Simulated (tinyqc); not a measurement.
Polycrystalline film, grain-boundary barriers (Seto model): two steps of the calculation.

One-dimensional grains of size Lg with donors N; each boundary has Qt acceptor-like traps per area at one level Et below the band edge. Trapped electrons qt deplete a width w = qt/N (both sides together) and raise a barrier Vb = q N w^2/(8 eps0 eps_r). Current crosses the barriers by thermionic emission at small bias. Abrupt depletion, full ionisation, Boltzmann statistics.

Inputs (values chosen for the exercise); values close to those of polycrystalline silicon:

| symbol | value | unit | meaning |
|---|---|---|---|
| T | 250 | K | temperature |
| eps_r | 11.7 |  | relative permittivity of the semiconductor |
| Lg | 200 | nm | grain size |
| Qt | 1e12 | cm^-2 | trap density at a boundary |
| N | 2.2e16 | cm^-3 | donor density |
| mg | 350 | cm^2/(V s) | mobility inside a grain |
| vc | 3.2e6 | cm/s | collection velocity at the barrier |
| Nc | 2.13e19 | cm^-3 | conduction-band density of states at T |
| Et | 0.45 | eV | trap level below the band edge |

Constants: q = 1.602176634e-19 C, kB = 1.380649e-23 J/K, Vt = kB T/q, eps0 = 8.8541878128e-14 F/cm where lengths are in cm. Results are converted to the units shown.

Problem 1. Critical doping and limits of the barrier. N* = Qt/Lg; fully depleted grains have Vb = q N Lg^2/(8 eps0 eps_r), filled traps Vb = q Qt^2/(8 eps0 eps_r N); the true barrier cannot exceed the smaller.

Wanted: N*; Vb, fully depleted; Vb, traps filled.

Solution 1.

N* = 5.0000e16 cm^-3
Vb, fully depleted = 0.17013 V
Vb, traps filled = 0.87875 V

Problem 2. Barrier, resistivity and effective mobility. Partly depleted grains: the density at the grain centre is n0 = N and qt = Qt/(1 + 2 (Nc/N) exp((Vb - Et)/Vt)). If that gives qt >= N Lg, the grains are fully depleted: qt = N Lg, w = Lg and n0 = 2 Nc exp((Vb - Et)/Vt)/(Qt/(N Lg) - 1). Resistivity: barriers rb = Vt exp(Vb/Vt)/(q n0 vc Lg), grain interior rg = (1 - w/Lg)/(q mg N); effective mobility 1/(q N (rb + rg)).

Find: qt; w; Vb; n0; rb; rg; effective mobility.

Solution 2.

qt = 4.4000e11 cm^-2
w = 200.00 nm
Vb = 0.17013 V
n0 = 7.6321e13 cm^-3
rb = 74020 ohm cm
rg = 0 ohm cm
effective mobility = 0.0038328 cm^2/(V s)

The grains are fully depleted, 44.0 % of the traps are filled and the barriers give 100 % of the resistivity.

tinyqc, about 0.01 s, one thread, Intel Xeon 2.30GHz (shared host): `OMP_NUM_THREADS=1 python tinyqc.py 2610152 2610153 out.jsonl`
